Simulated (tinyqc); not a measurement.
Inside a calculation. Model: nudged elastic band on a two-dimensional model surface. Computed by tinyqc, a small Python program that keeps every step. Command: `OMP_NUM_THREADS=1 python tinyqc.py 3019661 3019662 out.jsonl neb walk`. One thread of a shared host (Intel(R) Xeon(R) Processor @ 2.30GHz), about 0.5 s of CPU time with the checks. Intermediate numbers are printed to about 7 digits and carried at full precision; extremes and crossings named in words are read from the listed rows.

V(x, y) = h u^2 + t x + (kappa/2)(y + c u)^2 with u = x^2/w^2 - 1; the path runs from the minimum near (-w, 0) to that near (w, 0).

Inputs (values chosen for the exercise, for a model surface):
```
quantity,value,unit
height h,0.84,eV
half width w,1.4,angstrom
transverse stiffness kappa,2.6,eV/angstrom^2
curvature c,0.88,angstrom
tilt t,0.12,eV/angstrom
movable images n,6,-
spring constant k_s,2.4,eV/angstrom^2
step factor eta,0.048,angstrom^2/eV
iteration cap,600,-
```

Surface: curved double well. Climbing image: off.

## Stationary points

Newton steps x(new) = x - H^-1 grad V (moves limited to 0.3 angstrom) from (-w, 0), (w, 0) and (0, c) give the two minima and the saddle.

positions (angstrom):
```
,x,y
start,-1.433768,-0.042964
end,1.363592,0.045175
saddle,0.070176,0.877789
```

energies (eV): start -0.1700500, end 0.1658447, saddle 0.8442053

barrier from the start = 1.014255 eV

## Straight-line start

Images are spaced evenly on the line between the minima.

images at the start (angstrom):
```
,x,y
image 1,-1.034145,-0.030372
image 2,-0.634523,-0.017781
image 3,-0.234900,-0.005190
image 4,0.164723,0.007401
image 5,0.564346,0.019992
image 6,0.963969,0.032584
```

energies above the start (eV): [0.459966, 1.292591, 1.897644, 1.969131, 1.495303, 0.758648]

The highest image lies +0.9549 eV from the true barrier.

## Iteration 1

Tangent at image i: towards the higher neighbour if the energies rise or fall through i; at a maximum or minimum, tau = t+ dmax + t- dmin if V(i+1) > V(i-1), else t+ dmin + t- dmax, with t+ = R(i+1) - R(i), t- = R(i) - R(i-1) and dmax, dmin the larger and smaller of |V(i+1) - V(i)| and |V(i-1) - V(i)|; then normalise. Force F = -grad V + (grad V.tau) tau + k_s (|t+| - |t-|) tau. Update R(new) = R + eta F; the end points stay fixed.

unit tangents:
```
,x,y
image 1,0.9995040,0.0314921
image 2,0.9995040,0.0314921
image 3,0.9995040,0.0314921
image 4,0.9995040,0.0314921
image 5,0.9995040,0.0314921
image 6,0.9995040,0.0314921
```

forces (eV/angstrom):
```
,x,y
image 1,-0.037156,1.179258
image 2,-0.060709,1.926803
image 3,-0.071391,2.265812
image 4,-0.069930,2.219460
image 5,-0.057058,1.810924
image 6,-0.033505,1.063378
```

images after iteration 1 (angstrom):
```
,x,y
image 1,-1.035929,0.026232
image 2,-0.637437,0.074705
image 3,-0.238326,0.103569
image 4,0.161367,0.113935
image 5,0.561607,0.106917
image 6,0.962361,0.083626
```

## Iteration 2

The formulas are those given above.

unit tangents:
```
,x,y
image 1,0.9926827,0.1207519
image 2,0.9973951,0.0721316
image 3,0.9996638,0.0259270
image 4,0.9998263,0.0186374
image 5,0.9998463,-0.0175331
image 6,0.9983154,-0.0580200
```

forces (eV/angstrom):
```
,x,y
image 1,-0.148179,1.170803
image 2,-0.129520,1.748437
image 3,-0.052012,1.975305
image 4,-0.035257,1.952565
image 5,0.031953,1.667852
image 6,0.066643,1.078869
```

images after iteration 2 (angstrom):
```
,x,y
image 1,-1.043042,0.082430
image 2,-0.643654,0.158630
image 3,-0.240823,0.198384
image 4,0.159674,0.207658
image 5,0.563141,0.186974
image 6,0.965560,0.135411
```

## All iterations

Start on the straight line; stop when the largest force is below 1e-4 or above 1e6 eV/angstrom.

Course of the band:
```
iteration,highest image (eV),largest force (eV/angstrom)
1,1.969131,2.266936e+00
2,1.747046,1.975990e+00
3,1.575315,1.724661e+00
4,1.442806,1.506407e+00
5,1.340754,1.318297e+00
6,1.262266,1.154827e+00
7,1.201954,1.011244e+00
8,1.155635,8.852646e-01
9,1.120070,7.748129e-01
...,...,...
185,1.002547,1.184132e-04
186,1.002549,1.157164e-04
187,1.002550,1.130810e-04
188,1.002551,1.105056e-04
189,1.002552,1.079889e-04
190,1.002553,1.055295e-04
191,1.002554,1.031261e-04
192,1.002555,1.007775e-04
193,1.002556,9.848231e-05
```

Band at the end:
```
image,x (angstrom),y (angstrom),E (eV)
0,-1.433768,-0.0429637,0.000000
1,-1.173663,0.3834207,0.122719
2,-0.788455,0.7013130,0.480198
3,-0.310675,0.8466922,0.892206
4,0.188252,0.8676955,1.002556
5,0.671787,0.7431098,0.753989
6,1.080660,0.4565465,0.450175
7,1.363592,0.0451748,0.335895
```

energy of the highest image = 1.002556 eV

iterations = 193

largest force at the end = 9.848231e-05 eV/angstrom

Converged in 193 iterations. Without a climbing image the highest image lies 11.70 meV below the saddle.

## Plain band against climbing image

With a climbing image, the highest image feels instead F = -grad V + 2 (grad V.tau) tau and no spring. Images are counted without the end points, and convergence is judged on the largest force on an image. Each run starts on the straight line with the same k_s and eta, for at most 1500 iterations; errors are against the Newton saddle; a dash marks a run that did not reach 1e-4 eV/angstrom.

Error of the highest image (meV) and iterations:
```
images,"plain, error","plain, iterations","climbing, error","climbing, iterations"
2,-154.773,71,0,99
3,-15.203,96,0,79
4,-39.204,116,0,102
5,-15.209,164,0,89
6,-11.700,193,0,118
8,-3.270,278,0,151
10,-0.598,368,0,189
```

The plain band underestimates the barrier by 0.60 to 154.77 meV, depending on how near an image falls to the saddle (worst for 2 images, best for 10). The climbing image is within about 0.001 meV in every converged run, so few images suffice for the barrier.
